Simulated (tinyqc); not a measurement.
Changing the volume V0 of phase 2: pressure-driven transition between two phases with analytic equations of state. Computed by tinyqc, a small Python program. Command: `OMP_NUM_THREADS=1 python tinyqc.py 3017412 3017413 out.jsonl transition sweep`. One thread of a shared host (Intel(R) Xeon(R) Processor @ 2.30GHz), about 0.02 s of CPU time with the checks.

Each phase obeys E = E0 + (9 B0 V0/h^2) {1 + [h (1 - x) - 1] exp(h (1 - x))}, P = 3 B0 (1 - x) x^-2 exp(h (1 - x)), x = (V/V0)^(1/3), h = (3/2)(B' - 1); E0 = 0 for phase 1 and Delta E0 for phase 2. H = E + P V.

Inputs (values chosen for the exercise, for two model phases):
```
quantity                                   value             unit
volume V0 of phase 1                          15  angstrom^3/atom
B0 of phase 1                               49.7              GPa
B' of phase 1                               4.56                -
B0 of phase 2                               72.2              GPa
B' of phase 2                               3.94                -
energy of phase 2 above phase 1, Delta E0  0.017          eV/atom
```

Equation of state: Vinet.

Constants: 1 eV/angstrom^3 = 160.2176634 GPa.

Method. If neither phase were compressed, P = Delta E0/(V0 of phase 1 - V0 of phase 2). Start from P = Delta E0/(V0 of phase 1 - V0 of phase 2); at each P solve P(V) = P for both phases and step P(new) = P - (H_2 - H_1)/(V_2 - V_1); stop when |H_2 - H_1| < 1e-10 eV. At the zero-temperature transition the volume change is V_2/V_1 - 1 and the work is P (V_1 - V_2).

One run for each value:
```
volume V0 of phase 2 (angstrom^3/atom)  transition pressure (GPa)  rigid estimate (GPa)  volume change (%)
10.5                                                       0.6116                0.6053            -29.745
11.0                                                       0.6895                0.6809            -26.367
11.5                                                       0.7904                0.7782            -22.977
12.5                                                       1.1198                1.0895            -16.132
13.0                                                       1.4185                1.3619            -12.644
13.5                                                       1.9456                1.8158             -9.055
14.0                                                       3.1794                2.7237             -5.194
```

Give the missing row, volume V0 of phase 2 (angstrom^3/atom) = 12.0.

Computed row:
```
volume V0 of phase 2 (angstrom^3/atom)  transition pressure (GPa)  rigid estimate (GPa)  volume change (%)
12.0                                                       0.9264                0.9079            -19.569
```

Interpolating between the two neighbouring rows (linearly) misses most in transition pressure (GPa), by 3.1 %. Over the rows, transition pressure (GPa) rises from 0.612 to 3.18 (exponent d ln y / d ln x 2.6 between the first rows and 14 between the last); rigid estimate (GPa) rises from 0.605 to 2.72 (exponent d ln y / d ln x 2.5 between the first rows and 11 between the last); volume change (%) rises from -29.7 to -5.19 (exponent d ln y / d ln x -2.6 between the first rows and -15 between the last). The smaller the volume gain, the more pressure is needed to pay Delta E0. Left out: 14.5 (no transition within the range of the equations of state).
